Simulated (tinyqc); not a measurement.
Round nanowire with a gate all round, subbands and threshold shift from confinement: two steps of the calculation.

Undoped body with a flat potential across it, hard walls, transport along x. One isotropic valley (g = 1, mx = my = mz = me). Non-parabolicity enters the subband edges through E (1 + al E) = gamma, so E = 2 gamma/(1 + sqrt(1 + 4 al gamma)); motion within a subband is taken as parabolic with the band-edge mass. Energies are counted from the bulk band edge.

Parameters, values chosen for the exercise; masses close to those of In0.53Ga0.47As:
- T = 400 K (temperature)
- me = 0.0408 m0 (mass at the band edge)
- al = 1.2 1/eV (non-parabolicity)
- t = 6.8 nm (diameter)
- dl = 0.2 nm (widening of the box by penetration into the insulator)

Constants: q = 1.602176634e-19 C, kB = 1.380649e-23 J/K, hbar = 1.054571817e-34 J s, m0 = 9.1093837015e-31 kg, Vt = kB T/q, hbar^2/(2 m0) = 0.0380998212 eV nm^2. Results are converted to the units shown.

Task 1. Lowest subbands. gamma = C (2 z/(t + dl))^2 (1/my + 1/mz)/2, z the zeros of the Bessel functions J_l (2.404826, 3.831706, 5.135622, 5.520078, ...), twofold for l > 0; the mean inverse mass is an approximation for anisotropic valleys, C = hbar^2/(2 m0). List the 4 lowest, labelled by quantum numbers, with degeneracy g and N_k: N_k = g sqrt(2 mx m0 kB T/(pi hbar^2)).

Find: E_k; g; N_k.

Result 1.

```
subband  E_k (eV)  g  N_k (cm^-1)
0,1        0.3189  1      1.084e6
1,1        0.6351  2      2.168e6
2,1        0.9431  2      2.168e6
0,2         1.036  1      1.084e6
```

Task 2. Threshold shift. Each subband has N_k = g sqrt(2 mx m0 kB T/(pi hbar^2)); without degeneracy n = exp(EF/Vt) sum N_k exp(-E_k/Vt). Classical value Nc times pi t^2/4, Nc = sum over valleys of 2 g (m m0 kB T/(2 pi hbar^2))^1.5 with m = (mx my mz)^(1/3). Threshold shift dVT = Vt ln(classical value/sum N_k exp(-E_k/Vt)). Use the subbands listed.

```
subband    E_k (eV)  N_k (cm^-1)
0,1      0.31885264  1.0839522e6
1,1      0.63513414  2.1679043e6
2,1      0.94313537  2.1679043e6
0,2       1.0356768  1.0839522e6
```

Find: shares; sum N_k exp(-E_k/Vt); Nc; classical value; dVT.

Result 2.

shares, subband 0,1 to 0,2 (%): 99.979  0.021  0.000  0.000
sum N_k exp(-E_k/Vt) = 104.17 cm^-1
Nc = 3.1840e17 cm^-3
classical value = 1.1563e5 cm^-1
dVT = 241.70 mV

Range of the model: Non-parabolicity also makes carriers heavier within each subband, which is left out, so densities of states are understated at high energy.

tinyqc, about 0.1 s, one thread, Intel Xeon 2.30GHz (shared host): `OMP_NUM_THREADS=1 python tinyqc.py 2350062 2350063 out.jsonl`
